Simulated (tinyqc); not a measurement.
Comparisons within one model: static screening by free carriers. A value that a table varies takes the place of the one given here.

kF = (3 pi^2 n/Mv)^(1/3), EF = c kF^2/m with c = hbar^2/2m0, n in 1/angstrom^3 (1e-24 per 1/cm^3), e2 = e^2/(4 pi eps0). Thomas-Fermi: qTF^2 = 6 pi e2 n/(eps EF). Debye: qD^2 = 4 pi e2 n/(eps kB T).

F_j(eta) = (1/Gamma(j + 1)) integral_0^infinity x^j dx/(1 + exp(x - eta)), which tends to exp(eta) for eta << 0.

At finite T: qs^2 = qD^2 F_-1/2(eta)/F_1/2(eta), where n = Mv N F_1/2(eta) and N = 2 (m kB T/(4 pi c))^(3/2) with c = hbar^2/2m0, in 1/angstrom^3; times 1e24 for 1/cm^3.

Donor in the screened potential -(e2/eps) exp(-qs r)/r with the trial function exp(-r/a): E(a) = c/(m a^2) - (e2/eps) 4/(a (2 + qs a)^2), e2 = e^2/(4 pi eps0), c = hbar^2/2m0; isotropic mass.

Constants: hbar^2/2m0 = 3.80998211 eV angstrom^2; e^2/(4 pi eps0) = 14.39964547 eV angstrom; kB = 8.617333262e-05 eV/K; a0 (Bohr radius) = 0.5291772105 angstrom.

Inputs chosen for the exercise (near those of Si; not measured data):
- m = 0.3151 m0 (mass of one isotropic valley)
- Mv = 6 (valleys)
- eps = 11.5 (background dielectric constant)
- T = 300 K
- n = 3.7e+18 1/cm^3 (carrier density)

## Screening unbinds the donor

All carriers n are taken as free and screen with qs(T); E(a) is minimised over a; a dash marks no bound state. aB = a0 eps/m.

Donor level:
```
n (1/cm^3)  n^(1/3) aB  qs aB  E (meV)   a/aB
1.0e+15          0.019  0.015   -31.45  1.000
9.0e+15          0.040  0.045   -29.58  1.001
5.0e+16          0.071  0.107   -26.03  1.008
1.0e+17          0.090  0.151   -23.66  1.015
4.0e+17          0.142  0.301   -16.66  1.054
1.0e+18          0.193  0.473   -10.33  1.130
2.0e+18          0.243  0.665    -5.14  1.269
6.0e+18          0.351  1.123        -      -
```

aB = 19.3 angstrom

The level rises from -31.45 meV at the lowest density to -5.14 meV at 2e+18 1/cm^3, against -32.42 meV unscreened. The trial function finds no bound state from 6e+18 1/cm^3 on, where qs aB = 1.12 and n^(1/3) aB = 0.35. This trial function loses binding at qs aB = 1 and the exact Yukawa problem at 1.19; the Mott rule of thumb is n^(1/3) aB = 0.26.

## From Debye to Thomas-Fermi

Screening lengths (angstrom):
```
n (1/cm^3)    eta   Debye  Thomas-Fermi  finite T
8.0e+16     -5.81   143.3         18.56     143.4
5.0e+17     -3.97   57.32         13.68     57.51
3.0e+18     -2.14   23.40         10.15     23.86
1.0e+19     -0.85   12.82         8.302     13.63
4.0e+19      0.93   6.409         6.589     7.876
1.0e+20      2.59   4.053         5.656     6.024
5.0e+20      8.44   1.813         4.325     4.352
2.0e+21     21.48  0.9064         3.433     3.436
```

Debye is within 5 % of the finite-T length up to 3e+18 1/cm^3 of the densities listed and Thomas-Fermi from 5e+20 on. The length goes as n^-0.50 at the low end and n^-0.17 at the high end, against the limits -1/2 and -1/6. Both limits give too short a length.

## What sets the screening length

All results formed anew. Each row changes one parameter from the base and keeps the others.

Results:
```
case                Debye (angstrom)  Thomas-Fermi (angstrom)  finite T (angstrom)
base                           21.07                    9.798                21.58
n = 7.4e+18 1/cm^3             14.90                    8.729                15.61
m = 0.4096 m0                  21.07                    8.594                21.42
eps = 13.8                     23.08                    10.73                23.64
T = 360 K                      23.08                    9.798                23.51
Mv = 7                         21.07                    9.308                21.51
```

The largest shifts from the base row, up to three for each result and ties (the steps differ in size, so this ranks the rows, not the parameters). Debye (angstrom): n -6.17, eps +2.01, T +2.01; unchanged at the printed digits by m and Mv. Thomas-Fermi (angstrom): m -1.20, n -1.07, eps +0.935; unchanged at the printed digits by T. finite T (angstrom): n -5.97, eps +2.06, T +1.93.

tinyqc: `OMP_NUM_THREADS=1 python tinyqc.py 1681043 1681044 out.jsonl`; about 0.01 s, one thread, shared Intel(R) Xeon(R) Processor @ 2.30GHz.
